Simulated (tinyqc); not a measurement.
Worked calculation: tight binding, honeycomb lattice. One step of it, computed by the program tinyqc.

Problem. Levels at k. Diagonalise the Hermitian matrix.

H(k) at k (eV), order A, B:
$$\begin{pmatrix}
0.060347 & -4.577216-2.407201i \\
-4.577216+2.407201i & -0.060715
\end{pmatrix}$$

Give: eigenvalues; weights |c|^2 of the basis functions.

Solution.

eigenvalues (eV): [-5.172, 5.172]

weights |c|^2 of the basis functions, order A, B:
$$\begin{pmatrix}
0.494 & 0.506 \\
0.506 & 0.494
\end{pmatrix}$$
